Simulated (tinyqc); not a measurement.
Doping: the thermoelectric optimum: Boltzmann transport in a parabolic band with a power-law relaxation time.

F_j(eta) = (1/Gamma(j + 1)) integral_0^infinity x^j dx/(1 + exp(x - eta)), which tends to exp(eta) for eta << 0.

n = N F_1/2(eta) with N = 2 (m kB T/(4 pi c))^(3/2) with c = hbar^2/2m0, in 1/angstrom^3; times 1e24 for 1/cm^3, m = md.

tau = tau0 x^r with x = E/kT. With K_j = Gamma(j + 1) F_j(eta): <tau> = tau0 (r + 3/2) K_(r+1/2)/((3/2) K_(1/2)); mu = <tau>/(mc m0/e), m0/e = 5.685630e-12 kg/C; Hall factor rH = (3/2) K_(1/2) (2r + 3/2) K_(2r+1/2)/((r + 3/2) K_(r+1/2))^2; Seebeck S = -(kB/e) [(r + 5/2) K_(r+3/2)/((r + 3/2) K_(r+1/2)) - eta]; Lorenz number L = (kB/e)^2 [(r + 7/2) K_(r+5/2)/((r + 3/2) K_(r+1/2)) - ((r + 5/2) K_(r+3/2)/((r + 3/2) K_(r+1/2)))^2]; kB/e in V/K. Valley anisotropy is left out of rH.

Constants: hbar^2/2m0 = 3.80998211 eV angstrom^2; kB = 8.617333262e-05 eV/K.

Parameters, chosen for this exercise (masses near those of InP; tau0 is set for a mobility of the usual size at this n, kL is a free input; freeze-out and phonon drag, which matter near 77 K, are left out; not measured data):
- md = 0.081 m0 (density-of-states mass)
- mc = 0.0809 m0 (conductivity mass)
- tau0 = 110 fs (tau at E = kT)
- r = -0.5 (exponent of tau)
- T = 400 K
- kL = 3.7 W/(m K) (lattice thermal conductivity)

tau0 is held fixed. sigma = e n mu with e = 1.602176634e-19 C; ZT = S^2 sigma T/(kL + L sigma T).

Results:
```
n (1/cm^3)    eta  mu (cm^2/(V s))  sigma (S/cm)     rH  S (microvolt/K)  L (1e-8)  S^2 sigma (mW/(m K^2))      ZT
9.0e+15     -4.59         1.80e+03          2.59  1.177             -568     1.487                  0.0837  0.0090
3.0e+16     -3.38         1.79e+03          8.60  1.176             -465     1.491                   0.186   0.020
9.0e+16     -2.26         1.77e+03          25.6  1.171             -371     1.504                   0.352   0.038
3.0e+17     -0.97         1.72e+03          82.5  1.157             -270     1.545                   0.603   0.064
5.0e+17     -0.38         1.67e+03           134  1.145             -229     1.582                   0.700   0.074
1.0e+18      0.51         1.57e+03           251  1.120             -175     1.664                   0.772   0.080
2.0e+18      1.58         1.42e+03           454  1.088             -127     1.799                   0.730   0.073
4.0e+18      3.00         1.22e+03           783  1.054              -86     1.986                   0.580   0.054
9.0e+18      5.50              979      1.41e+03  1.024              -51     2.213                   0.368   0.030
2.0e+19      9.54              764      2.45e+03  1.009              -30     2.355                   0.216   0.014
```

|S| falls by 197 microvolt/K from the first to the third row (198 a decade in the non-degenerate range; holes, which count near the intrinsic density, and non-parabolicity are left out). The power factor peaks at 1e+18 1/cm^3 of those listed (eta = 0.51, S = -175); ZT is largest at 1e+18 1/cm^3 (eta = 0.51). mu changes by a factor 0.43 over the table and rH goes from 1.177 to 1.009. A real tau0 would fall with doping.

Computed by tinyqc, a small Python program: `OMP_NUM_THREADS=1 python tinyqc.py 1681482 1681483 out.jsonl` (the numbers bound the seed that draws the inputs); one thread of a shared host (Intel(R) Xeon(R) Processor @ 2.30GHz), about 0.02 s for the whole set of steps.
